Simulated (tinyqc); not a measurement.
p-n diode, drift-diffusion by the Gummel loop with Scharfetter-Gummel fluxes: two steps of the calculation.

Abrupt junction at x = 0, p side from -Lp, n side to Ln, ohmic contacts. psi is counted from the intrinsic level; n = ni exp((psi - phin)/Vt), p = ni exp((phip - psi)/Vt). Contacts: p side psi = V - Vt ln(Na/ni), p = Na, n = ni^2/Na; n side psi = Vt ln(Nd/ni), n = Nd, p = ni^2/Nd. Constant mobilities, D = mu Vt, Boltzmann statistics, SRH recombination through a mid-gap level, U = (n p - ni^2)/(tp (n + ni) + tn (p + ni)). Current is positive from the p contact to the n contact.

Values chosen for this exercise; band and dielectric values close to those of gallium arsenide:
- T = 275 K (temperature)
- eps_r = 13.1 (relative permittivity)
- Na = 1.8e17 cm^-3 (acceptor density of the p side)
- Nd = 4e16 cm^-3 (donor density of the n side)
- mup = 280 cm^2/(V s) (hole mobility)
- tn = 5e-7 s (SRH lifetime of electrons)
- tp = 3e-10 s (SRH lifetime of holes)
- G = 0 cm^-3 s^-1 (uniform generation rate)
- V = 0.86 V (bias of the p contact)

Constants: q = 1.602176634e-19 C, kB = 1.380649e-23 J/K, Vt = kB T/q, eps0 = 8.8541878128e-14 F/cm where lengths are in cm. Results are converted to the units shown.

Task 1. Poisson equation. With phin and phip held, solve a_i (psi_(i+1) - psi_i) - a_(i-1) (psi_i - psi_(i-1)) + q w_i (p_i - n_i + C_i) = 0 for the inner nodes by Newton steps to convergence; a_i = eps0 eps_r/h_i, h_i = x_(i+1) - x_i, w_i = (h_(i-1) + h_i)/2, C = -Na or +Nd.

| node | x (nm) | phin at the start (V) | phip at the start (V) |
|---|---|---|---|
| 0 | -890 | 0.86 | 0.86 |
| 1 | -488 | 0 | 0.86 |
| 2 | -259 | 0 | 0.86 |
| 3 | -128 | 0 | 0.86 |
| 4 | -54.2 | 0 | 0.86 |
| 5 | -12 | 0 | 0.86 |
| 6 | 12 | 0 | 0.86 |
| 7 | 68.1 | 0 | 0.86 |
| 8 | 199 | 0 | 0.86 |
| 9 | 505 | 0 | 0.86 |
| 10 | 1220 | 0 | 0.86 |
| 11 | 2890 | 0 | 0.86 |
| 12 | 6800 | 0 | 0 |

ni = 2.5932278e5 cm^-3

Find: psi; n after Poisson; p after Poisson.

Result 1.

| node | psi (V) | n after Poisson (cm^-3) | p after Poisson (cm^-3) |
|---|---|---|---|
| 0 | 0.2139 | 3.736e-7 | 1.800e17 |
| 1 | 0.2139 | 2.154e9 | 1.800e17 |
| 2 | 0.2139 | 2.154e9 | 1.800e17 |
| 3 | 0.2139 | 2.155e9 | 1.799e17 |
| 4 | 0.2148 | 2.239e9 | 1.732e17 |
| 5 | 0.2384 | 6.077e9 | 6.379e16 |
| 6 | 0.3794 | 2.330e12 | 1.664e14 |
| 7 | 0.5843 | 1.325e16 | 2.926e10 |
| 8 | 0.6101 | 3.935e16 | 9.851e9 |
| 9 | 0.6105 | 4.000e16 | 9.692e9 |
| 10 | 0.6105 | 4.000e16 | 9.691e9 |
| 11 | 0.6105 | 4.000e16 | 9.691e9 |
| 12 | 0.6105 | 4.000e16 | 1.681e-6 |

Task 2. Hole continuity. With psi and the new n held, F_i = (mup Vt/h_i) [p_(i+1) B(-d_i) - p_i B(d_i)], d_i = (psi_(i+1) - psi_i)/Vt, B(d) = d/(exp(d) - 1); solve F_i - F_(i-1) = w_i [(n_i p_i - ni^2)/den_i - G] for the new p, with den = tp (n + ni) + tn (p + ni) taken at the new n and the old p, h_i = x_(i+1) - x_i, w_i = (h_(i-1) + h_i)/2; phip = psi + Vt ln(p/ni).

| node | x (nm) | psi (V) | new n (cm^-3) | p after Poisson (cm^-3) |
|---|---|---|---|---|
| 0 | -890 | 0.21386169 | 3.7360169e-7 | 1.8e17 |
| 1 | -488 | 0.21386169 | 1.0049759e9 | 1.8000000e17 |
| 2 | -259 | 0.21386174 | 1.5774812e9 | 1.7999966e17 |
| 3 | -128 | 0.21387306 | 1.9058235e9 | 1.7991368e17 |
| 4 | -54.2 | 0.21478058 | 2.1683114e9 | 1.7315401e17 |
| 5 | -12 | 0.23844506 | 6.0669753e9 | 6.3789064e16 |
| 6 | 12 | 0.37942304 | 2.3298070e12 | 1.6638649e14 |
| 7 | 68.1 | 0.58430877 | 1.3248124e16 | 2.9260832e10 |
| 8 | 199 | 0.61010756 | 3.9350936e16 | 9.8511287e9 |
| 9 | 505 | 0.61049413 | 3.9998116e16 | 9.6917352e9 |
| 10 | 1220 | 0.61049519 | 3.9999909e16 | 9.6913019e9 |
| 11 | 2890 | 0.61049519 | 3.9999928e16 | 9.6913016e9 |
| 12 | 6800 | 0.61049518 | 4e16 | 1.6812076e-6 |

ni = 2.5932278e5 cm^-3

Give: new p; phip after round 1.

Result 2.

| node | new p (cm^-3) | phip after round 1 (V) |
|---|---|---|
| 0 | 1.8000e17 | 0.86000 |
| 1 | 1.8000e17 | 0.86000 |
| 2 | 1.8000e17 | 0.86000 |
| 3 | 1.7991e17 | 0.86000 |
| 4 | 1.7315e17 | 0.86000 |
| 5 | 6.3789e16 | 0.86000 |
| 6 | 1.6639e14 | 0.86000 |
| 7 | 2.9027e10 | 0.85981 |
| 8 | 7.9805e9 | 0.85501 |
| 9 | 3.6896e9 | 0.83711 |
| 10 | 6.4813e8 | 0.79590 |
| 11 | 2.6109e7 | 0.71979 |
| 12 | 1.6812e-6 | 0.00000 |

tinyqc, about 0.2 s, one thread, Intel Xeon 2.30GHz (shared host): `OMP_NUM_THREADS=1 python tinyqc.py 2240142 2240143 out.jsonl`
